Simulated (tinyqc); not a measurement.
Worked calculation: plane-wave Kohn-Sham cycle with exchange-only LDA in a layered model solid. One step of it, computed by the program tinyqc.

Problem. Iteration 1: levels at that k. Diagonalise the Hermitian matrix.

H (hartree), lower triangle:
```
           -2         -1         +0         +1        +2
-2   0.249698
-1  -0.235000  -0.168476
+0   0.000000  -0.235000  -0.307868
+1   0.000000   0.000000  -0.235000  -0.168476
+2   0.000000   0.000000   0.000000  -0.235000  0.249698
```

Give: eigenvalues.

Solution.

eigenvalues (hartree): -0.6049  -0.2739  -0.0101  0.3552  0.3884
